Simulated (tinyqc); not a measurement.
Surface Green function of a two-leg ladder, Sancho-Rubio decimation: two steps of the calculation.

A semi-infinite lead of cells 0, 1, 2, ... with H0 inside a cell and H1 = <cell i|H|cell i + 1>. One rung (site 1 on leg a, site 2 on leg b) is a cell; all hoppings enter with a minus sign. z = E + i eta.

Inputs (values chosen for the exercise): energy E = 0.91 eV; broadening eta = 0.002 eV.

Problem 1. Decimation. Start with e_s = e = H0, a = H1, b = H1^dagger. Each round: g = (z - e)^(-1); e_s <- e_s + a g b; e <- e + a g b + b g a; a <- a g a; b <- b g b (all with the old a, b). Round k joins cells 2^k apart.

e_s after round 1 (eV):
```
                       1                      2
1   1.4624954-0.0009470i  -2.7005091-0.0002077i
2  -2.7005091-0.0002077i   1.3660810-0.0005642i
```

e after round 1 (eV):
```
                       1                      2
1   1.7749327-0.0018195i  -1.1959043-0.0004712i
2  -1.1959043-0.0004712i   2.1012469-0.0012067i
```

a after round 1 (eV):
```
                      1                     2
1  0.9107132-0.0008581i  1.5998080-0.0005001i
2  1.3981447+0.0000338i  0.2224858-0.0005527i
```

b after round 1 (eV):
```
                      1                     2
1  0.9107132-0.0008581i  1.3981447+0.0000338i
2  1.5998080-0.0005001i  0.2224858-0.0005527i
```

Find: g; e_s after round 2; e after round 2; a after round 2; b after round 2.

Solution 1.

g (1/eV):
```
                1               2
1  2.9777-0.0710i  2.9896-0.0620i
2  2.9896-0.0620i  2.1620-0.0552i
```

e_s after round 2 (eV):
```
               1             2
1  18.177-0.401i  9.153-0.271i
2   9.153-0.271i  9.154-0.185i
```

e after round 2 (eV):
```
               1              2
1  32.798-0.738i  22.961-0.554i
2  22.961-0.554i  19.745-0.426i
```

a after round 2 (eV):
```
               1              2
1  15.468-0.367i  13.365-0.309i
2  10.914-0.248i   8.761-0.211i
```

b after round 2 (eV):
```
               1              2
1  15.468-0.367i  10.914-0.248i
2  13.365-0.309i   8.761-0.211i
```

Problem 2. Self-energy, Dyson check and densities of states. Sigma = H1 g_s H1^dagger is what the lead adds to one more cell, and (z - H0 - Sigma)^(-1) must give g_s back. Densities of states: -Im of the diagonals over pi.

H0 (eV):
```
       1      2
1      0  -3.99
2  -3.99   1.62
```

H1 (eV):
```
      1      2
1  -2.7  -0.92
2     0  -2.15
```

converged surface Green function g_s (1/eV):
```
                         1                        2
1  -0.04238209-0.09119908i   0.31540625-0.11863375i
2   0.31540625-0.11863375i  -0.10081459-0.15624582i
```

converged bulk Green function (1/eV):
```
                         1                        2
1  -0.33681739-0.13786135i   0.44458497-0.11473065i
2   0.44458497-0.11473065i  -0.58500646-0.11036391i
```

Give: Sigma; (z - H0 - Sigma)^(-1); surface density of states; bulk density of states.

Solution 2.

Sigma (eV):
```
              1              2
1  1.173-1.386i   1.632-0.998i
2  1.632-0.998i  -0.466-0.722i
```

(z - H0 - Sigma)^(-1) (1/eV):
```
                 1                2
1  -0.0424-0.0912i   0.3154-0.1186i
2   0.3154-0.1186i  -0.1008-0.1562i
```

```
orbital  surface density of states (1/eV)  bulk density of states (1/eV)
1                                 0.02903                        0.04388
2                                 0.04973                        0.03513
```

Computed by the program tinyqc: `OMP_NUM_THREADS=1 python tinyqc.py 2680102 2680103 out.jsonl`, one thread of a shared Intel Xeon 2.30GHz, about 0.1 s for the whole run.
